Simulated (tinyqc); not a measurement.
# One level coupled to a phonon between two leads, self-consistent Born approximation, step by step

Numbers from tinyqc (`OMP_NUM_THREADS=1 python tinyqc.py 2720026 2720027 out.jsonl`; about 0.07 s on one thread of a shared Intel Xeon 2.30GHz). Printed values are rounded.

Wide-band leads with mu_L = +V/2 and mu_R = -V/2; phonons in equilibrium, Nq = 1/(exp(w0/kB T) - 1). Scattering links only energies that differ by w0, so a ladder E_k = E1 + k w0 closes on itself; terms that reach past its ends are dropped. Gn and Gp are the electron and hole parts of the spectral function A = Gn + Gp.

Values chosen for this exercise:
- T = 300 K (temperature of leads and phonons)
- w0 = 80 meV (phonon energy)
- ed = 8 meV (level)
- GL = 51 meV (coupling to the left lead)
- GR = 38 meV (coupling to the right lead)
- M = 20 meV (electron-phonon matrix element)
- V = 256 mV (bias)
- nr = 5 (rungs of the ladder shown)
- E1 = -144 meV (lowest rung)

Constants: q = 1.602176634e-19 C, kB = 1.380649e-23 J/K, Vt = kB T/q. Results are converted to the units shown.

Range of the model: The self-consistent Born approximation keeps only non-crossing phonon lines and no Hartree shift; it is rough once the coupling nears the phonon energy.

## The ladder and the first Green functions

|G|^2 = 1/[(E - ed)^2 + (GL + GR + Sin + Sout)^2/4], Gn = |G|^2 (GL fL + GR fR + Sin), Gp = |G|^2 (GL (1 - fL) + GR (1 - fR) + Sout), f = 1/(1 + exp((E - mu)/kB T)). On a single ladder the real part of the phonon self-energy, which needs all energies, is left out. At the start Sin = Sout = 0.

```
rung  E (meV)         fL           fR   Gn (1/meV)   Gp (1/meV)
0        -144  0.9999730    0.6499701  0.003017730  5.303133e-4
1         -64  0.9994053   0.07758433  0.007525962  0.004896831
2          16  0.9870337  0.003795378   0.02469509   0.01884166
3          96  0.7751835  1.725404e-4  0.004066217  0.005086159
4         176  0.1350855  7.816663e-6  2.281022e-4  0.002718503
```

Nq = 0.04744499

## Iteration 1: scattering functions

Sin(E) = M^2 [(Nq + 1) Gn(E + w0) + Nq Gn(E - w0)], Sout(E) = M^2 [(Nq + 1) Gp(E - w0) + Nq Gp(E + w0)]. Nq = 1/(exp(w0/kB T) - 1).

```
rung   Sin (meV)  Sout (meV)
0       3.153213  0.09293205
1       10.40397   0.5797665
2       1.846483    2.148190
3      0.5642332    7.945831
4     0.07716866    2.130989
```

## Iteration 1: Green functions

|G|^2 = 1/[(E - ed)^2 + (GL + GR + Sin + Sout)^2/4], Gn = |G|^2 (GL fL + GR fR + Sin), Gp = |G|^2 (GL (1 - fL) + GR (1 - fR) + Sout), f = 1/(1 + exp((E - mu)/kB T)). On a single ladder the real part of the phonon self-energy, which needs all energies, is left out.

```
rung  Gn after iteration 1 (1/meV)  Gp after iteration 1 (1/meV)
0                      0.003125110                   5.309050e-4
1                      0.008371766                   0.004641549
2                       0.02350825                    0.01826829
3                      0.003962547                   0.005671832
4                      2.298999e-4                   0.002779900
```

## Iteration 2: scattering functions

As before.

```
rung   Sin (meV)  Sout (meV)
0       3.507586  0.08808731
1       9.908750   0.5691330
2       1.819099    2.052347
3      0.5424626    7.706766
4     0.07520120    2.376373
```

## Iteration 2: Green functions

As before.

```
rung  Gn after iteration 2 (1/meV)  Gp after iteration 2 (1/meV)
0                      0.003137147                   5.303735e-4
1                      0.008334675                   0.004655450
2                       0.02355655                    0.01827223
3                      0.003965372                   0.005655308
4                      2.297507e-4                   0.002786975
```

## Course of the iteration

Repeat until no Sin or Sout changes by more than 1e-9 meV.

Course of the iteration:
```
iteration  largest Sin + Sout (meV)  largest change (meV)
1                          10.98374                  10.4
2                          10.47788                 0.495
3                          10.49820                0.0205
4                          10.49706               1.16e-3
5                          10.49711               5.40e-5
6                          10.49710               3.13e-6
7                          10.49711               1.52e-7
8                          10.49711               8.89e-9
9                          10.49711              4.38e-10
```

Converged in 9 iterations; the change shrinks by about 0.053 a step.

## Currents on the rungs

```
rung  converged Gn (1/meV)  converged Gp (1/meV)
0              0.003136640           5.303978e-4
1              0.008336162           0.004654851
2               0.02355393            0.01827239
3              0.003965401           0.005655419
4              2.297549e-4           0.002786777
```

Spectral currents into the level: iL = GL [fL Gp - (1 - fL) Gn], iR = GR [fR Gp - (1 - fR) Gn].

```
rung         iL          iR      iL + iR
0     0.0270452  -0.0286207  -0.00157541
1     0.2370034  -0.2784740  -0.04147059
2     0.9042330  -0.8890171   0.01521598
3     0.1781175  -0.1506222   0.02749534
4     0.0090645  -0.0087298   0.00033468
```

sum of iL = 1.355464

On a single rung iL + iR need not vanish (largest 0.041), since phonons move electrons between rungs; summed over the ladder it does.
